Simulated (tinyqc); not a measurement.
Free-carrier absorption and index change in the near infrared: free-carrier optics of a doped semiconductor (Drude model).

eps(E) = ei [1 - Ep^2/(E^2 + i E Gam)], with Ep^2 = 8 pi c (e^2/(4 pi eps0)) N/(m ei), c = hbar^2/2m0, N in 1/angstrom^3 (1e-24 per 1/cm^3); Gam = hbar/tau, tau = mu m m0/e with m0/e = 5.685630e-12 kg/C and mu in m^2/(V s). Energies in meV.

n + i k = sqrt(eps1 + i eps2) with k >= 0; R = ((n - 1)^2 + k^2)/((n + 1)^2 + k^2) at normal incidence from vacuum; alpha = 2 E k/(hbar c), times 1e8 for 1/cm; loss function Im(-1/eps) = eps2/(eps1^2 + eps2^2).

Constants: hbar^2/2m0 = 3.80998211 eV angstrom^2; e^2/(4 pi eps0) = 14.39964547 eV angstrom; hbar = 6.58211957e-16 eV s; hbar c = 1973.269805 eV angstrom.

Inputs chosen for the exercise (mass and dielectric values near those of Si; N and mu are free inputs; interband absorption and the rise of the mass with filling are left out; the results hold for these values, not for the real material):
- N = 6.5e+19 1/cm^3 (carrier density)
- m = 0.28 m0 (conductivity mass)
- mu = 230 cm^2/(V s) (mobility)
- ei = 12 (high-frequency dielectric constant)

At the wavelengths listed E = hc/lambda (hc = 1239.841984 eV nm). Approximate forms: alpha = ei Ep^2 Gam/(E^2 sqrt(ei) hbar c) and dn = -sqrt(ei) Ep^2/(2 E^2).

Free carriers:

| lambda (micrometre) | E (meV) | alpha (1/cm) | alpha, approximate | dn | dn, approximate |
|---|---|---|---|---|---|
| 1.31 | 946.4 | 95.4 | 94.0 | -0.0519 | -0.0516 |
| 1.55 | 799.9 | 134 | 132 | -0.0729 | -0.0722 |
| 2.00 | 619.9 | 227 | 219 | -0.122 | -0.120 |
| 3.00 | 413.3 | 535 | 493 | -0.281 | -0.270 |
| 5.00 | 248.0 | 1.81e+03 | 1.37e+03 | -0.851 | -0.751 |
| 8.00 | 155.0 | 1.94e+04 | 3.50e+03 | -2.85 | -1.92 |
| 10.60 | 117.0 | 3.96e+04 | 6.15e+03 | -2.94 | -3.38 |

At 1.55 micrometre alpha = 134 1/cm and dn = -0.0729; a phase shift of pi needs a length lambda/(2 |dn|) = 10.6 micrometre, over which the loss is 0.62 dB. The approximate alpha is within 5 % up to 2 micrometre of the wavelengths listed; it needs photon energies well above both Ep and Gam, which lie at 7.6 and 69.0 micrometre. Interband and intervalley absorption are left out; with a realistic dc mobility the Drude form tends to understate the near-infrared absorption of Si.

Run: tinyqc, `OMP_NUM_THREADS=1 python tinyqc.py 1681237 1681238 out.jsonl`; Intel(R) Xeon(R) Processor @ 2.30GHz, one thread, shared host; about 0.01 s of CPU time with all checks.
